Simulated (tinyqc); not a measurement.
On-chip power grid, static voltage drop by conjugate gradients: one step of the calculation.

A grid of 4 rows and 4 columns, node k = 4 row + column. Neighbours in a row are joined by Rx, in a column by Ry; pad nodes, which reach the supply through Rp: 0, 12. Each node draws I0, node 5 draws kh I0. The drops u = Vdd - V solve G u = i, with G the conductance matrix (1/Rp added on the diagonal at pad nodes).

Problem. Conjugate-gradient step. q = G p; a = (r.r)/(p.q); u(new) = u + a p; r(new) = r - a q; b = (r.r)(new)/(r.r); p(new) = r(new) + b p.

Inputs (values chosen for the exercise): resistance of a horizontal segment Rx = 0.3 ohm; resistance of a vertical segment Ry = 1.1 ohm; resistance from a pad node to the supply Rp = 0.47 ohm.

u at the start (mV):
```
       col 0  col 1  col 2  col 3
row 0      0      0      0      0
row 1      0      0      0      0
row 2      0      0      0      0
row 3      0      0      0      0
```

r at the start (mA):
```
       col 0  col 1  col 2  col 3
row 0    2.8    2.8    2.8    2.8
row 1    2.8    8.4    2.8    2.8
row 2    2.8    2.8    2.8    2.8
row 3    2.8    2.8    2.8    2.8
```

p at the start (mA):
```
       col 0  col 1  col 2  col 3
row 0    2.8    2.8    2.8    2.8
row 1    2.8    8.4    2.8    2.8
row 2    2.8    2.8    2.8    2.8
row 3    2.8    2.8    2.8    2.8
```

Give: q; a; u after iteration 1; r after iteration 1; b; p after iteration 1.

Solution.

q (mA S):
```
        col 0  col 1   col 2  col 3
row 0    5.96  -5.09    0.00   0.00
row 1  -18.67  47.52  -18.67   0.00
row 2    0.00  -5.09    0.00   0.00
row 3    5.96   0.00    0.00   0.00
```

a = 0.6284 ohm

u after iteration 1 (mV):
```
       col 0  col 1  col 2  col 3
row 0  1.759  1.759  1.759  1.759
row 1  1.759  5.278  1.759  1.759
row 2  1.759  1.759  1.759  1.759
row 3  1.759  1.759  1.759  1.759
```

r after iteration 1 (mA):
```
       col 0   col 1  col 2  col 3
row 0  -0.94    6.00   2.80   2.80
row 1  14.53  -21.46  14.53   2.80
row 2   2.80    6.00   2.80   2.80
row 3  -0.94    2.80   2.80   2.80
```

b = 5.458

p after iteration 1 (mA):
```
       col 0  col 1  col 2  col 3
row 0  14.34  21.28  18.08  18.08
row 1  29.81  24.39  29.81  18.08
row 2  18.08  21.28  18.08  18.08
row 3  14.34  18.08  18.08  18.08
```

Program tinyqc, `OMP_NUM_THREADS=1 python tinyqc.py 2770134 2770135 out.jsonl`; Intel Xeon 2.30GHz, shared host, one thread, about 0.08 s.
